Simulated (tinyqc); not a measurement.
# CMOS latch-up, two-transistor model: several studies

A parasitic pnp (emitter at Vdd, base shunted by Rw) and npn (emitter at ground, base shunted by Rs) feed each other: the npn collector current flows out of the pnp base node, the pnp collector current into the npn base node. Forward-active transistors with constant gains: Icn = Isn exp(Vn/Vt), Icp = Isp (exp(Vp/Vt) - 1). A current Ii is injected into the npn base node.

Parameters, values chosen for the exercise; values close to those of bulk CMOS:
- T = 300 K (temperature)
- bn = 18.5 (current gain of the npn)
- bp = 1 (current gain of the pnp)
- Isn = 3.2e-16 A (saturation current of the npn at T)
- Isp = 2.1e-16 A (saturation current of the pnp at T)
- Rs = 100 ohm (substrate resistance shunting the npn)
- Rw = 1000 ohm (well resistance shunting the pnp)
- R2 = 450 ohm (resistance from the pnp collector to the npn base)
- Von = 0.8 V (base-emitter voltage in the on state)
- Vsat = 0.1 V (saturation voltage)
- Vdd = 1.8 V (supply voltage)

Constants: q = 1.602176634e-19 C, kB = 1.380649e-23 J/K, Vt = kB T/q. Results are converted to the units shown.

Each table varies one quantity; the others keep the values above.

## Effect of the current gain of the pnp

Node equations: Vp/Rw + Icp/bp = Icn and Vn/Rs + Icn/bn = Icp + Ii. Loop gain G = gn gp/[(1/Rw + gp/bp)(1/Rs + gn/bn)], gn = Icn/Vt, gp = (Icp + Isp)/Vt; the off state ends where G = 1, and Ii there is the trigger current. On state with both base-emitter voltages at Von: npn base current Ib = (Von/Rs + bp Von/Rw)/(bn bp - 1), holding current Ih = (bn + 1) Ib + Von/Rs, holding voltage Vh = Vsat + Von + R2 (Ib + Von/Rs).

Results:
```
bp	Vn at trigger (V)	trigger current (mA)	Ih (mA)	Vh (V)
0.068	0.81944	7.9857	616.76	18.548
0.14	0.77271	7.5655	107.49	6.7958
0.62	0.73521	7.3586	23.823	4.8652
1.3	0.73316	7.3501	15.648	4.6765
2.7	0.73262	7.3473	12.047	4.5934
5.7	0.73241	7.3461	10.345	4.5541
12	0.73231	7.3456	9.5529	4.5358
```

Estimate the missing row, bp = 0.3.

Computed row:
```
bp	Vn at trigger (V)	trigger current (mA)	Ih (mA)	Vh (V)
0.3	0.74692	7.4019	43.314	5.3149
```

With this row back in the table: As bp goes from 0.068 to 12, the trigger current falls from 7.99 to 7.35 mA, Ih falls from 617 to 9.55 mA and Vh falls from 18.5 to 4.54 V. Vh exceeds the supply Vdd = 1.8 V, which then cannot sustain a latched state, in 8 of the 8 rows. For bp = 0.032 the product of the gains is about one or less, so there is no latched state. For bp = 0.068, 0.14 the holding current passes 50 mA, where high injection lowers the gains. For bp = 0.068 Vn at the trigger exceeds the fixed Von of the on-state formulas, so Ih and Vh are too low there.

## Effect of the substrate resistance shunting the npn

Same model as above.

Effect of the substrate resistance shunting the npn:
```
Rs (ohm)	Vn at trigger (V)	trigger current (mA)	Ih (mA)	Vh (V)
10	0.7701	75.16	170.0	38.98
19	0.7541	39.03	89.91	20.95
37	0.7401	19.89	46.61	11.21
72	0.7346	10.21	24.38	6.206
140	0.7329	5.257	12.97	3.639
270	0.7319	2.738	7.156	2.330
520	0.7313	1.436	4.144	1.652
1000	0.7308	0.7607	2.583	1.301
```

As Rs goes from 10 to 1000 ohm, the trigger current falls from 75.2 to 0.761 mA, Ih falls from 170 to 2.58 mA and Vh falls from 39.0 to 1.30 V. Vh exceeds the supply Vdd = 1.8 V, which then cannot sustain a latched state, in 6 of the 8 rows. The trigger current goes as Rs^(-1.00): most of it flows through the shunt. For Rs = 10, 19 the holding current passes 50 mA, where high injection lowers the gains.

## Effect of the well resistance shunting the pnp

Same model as above.

Effect of the well resistance shunting the pnp:
```
Rw (ohm)	Vn at trigger (V)	trigger current (mA)	Ih (mA)	Vh (V)
100	0.79269	8.2591	25.829	4.9114
190	0.77587	7.9256	21.606	4.8140
370	0.75860	7.6644	19.324	4.7613
720	0.74168	7.4485	18.152	4.7343
1400	0.72564	7.2582	17.551	4.7204
2700	0.71407	7.0940	17.244	4.7133
5200	0.71115	6.9793	17.086	4.7097
10000	0.71058	6.9152	17.003	4.7078
```

What does the comparison show?

As Rw goes from 100 to 10000 ohm, the trigger current falls from 8.26 to 6.92 mA, Ih falls from 25.8 to 17.0 mA and Vh falls from 4.91 to 4.71 V. Vh exceeds the supply Vdd = 1.8 V, which then cannot sustain a latched state, in 8 of the 8 rows.

Computed by the program tinyqc: `OMP_NUM_THREADS=1 python tinyqc.py 2670132 2670133 out.jsonl`, one thread of a shared Intel Xeon 2.30GHz, about 0.07 s for the whole run.
